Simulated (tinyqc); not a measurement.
Thermal boundary conductance by the acoustic and diffuse mismatch models: one step, computed by the program tinyqc. Command: `OMP_NUM_THREADS=1 python tinyqc.py 3019280 3019281 out.jsonl kapitza walk`. One thread of a shared host (Intel(R) Xeon(R) Processor @ 2.30GHz), about 0.01 s of CPU time with the checks.

Each side has one longitudinal and two transverse Debye branches, omega = v q up to q_D = (6 pi^2 n)^(1/3), with n counting all atoms. Scattering at the interface is elastic. Electrons are left out of G, also for metals. Melting is ignored. G refers to the temperatures of the phonons sent towards the interface. Linear branches over all atoms overstate G at high T, most for crystals with several atoms a cell.

Problem. Cut-off frequencies and impedances. omega_c = v q_D for each branch, given as hbar omega_c/k_B; impedance Z = rho v.

Inputs (values chosen for the exercise, for two model solids): density rho_1 = 5.26 g/cm^3; longitudinal velocity vL_1 = 2600 m/s; transverse velocity vT_1 = 1300 m/s; atom density n_1 = 42.2 1/nm^3; density rho_2 = 4.06 g/cm^3; longitudinal velocity vL_2 = 13300 m/s; transverse velocity vT_2 = 6920 m/s; atom density n_2 = 44.4 1/nm^3.

Structure: film on a substrate.

Constants: hbar = 1.054571817e-34 J s; k_B = 1.380649e-23 J/K.

Give: Branches.

Solution.

Branches:
```
branch     v (m/s)  cut-off (K)  Z (1e6 kg/(m^2 s))
L, side 1     2600          269             13.6760
T, side 1     1300          135              6.8380
L, side 2    13300         1402             53.9980
T, side 2     6920          730             28.0952
```
